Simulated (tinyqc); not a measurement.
Atomic layer deposition: Langmuir saturation, growth per cycle and coating of deep features: one step, computed by the program tinyqc. Command: `OMP_NUM_THREADS=1 python tinyqc.py 3024742 3024743 out.jsonl ald walk`. One thread of a shared host (Intel(R) Xeon(R) Processor @ 2.30GHz), about 0.01 s of CPU time with the checks.

Precursor A sticks only on free sites, so a long enough pulse saturates; co-reactant B then frees the sites again.

Task: Flux and saturation time. Wall flux F = p/sqrt(2 pi M k_B T); rate of filling k_a = beta F/q; desorption k_d = 1e13 exp(-E_d/(k_B T)) per second. 1/m^2 = 1e-18/nm^2. Temperatures in kelvin are T(C) + 273.15.

Inputs (values chosen for the exercise, modelled on zinc oxide from diethylzinc and water): precursor mass M = 124 u; site density q = 7.5 1/nm^2; sticking probability beta on free sites = 0.00086; precursor pressure p = 19 Pa; temperature T = 225 C; desorption energy E_d = 1.8 eV.

Constants: u = 1.6605390666e-27 kg; k_B = 1.380649e-23 J/K; k_B = 8.617333262e-05 eV/K.

Give: flux F; k_a; k_d; time to 99 % without desorption, ln(100)/k_a.

Result:

flux F = 2.014e+05 1/(nm^2 s)

k_a = 23.10 1/s

k_d = 6.158e-06 1/s

time to 99 % without desorption, ln(100)/k_a = 0.1994 s
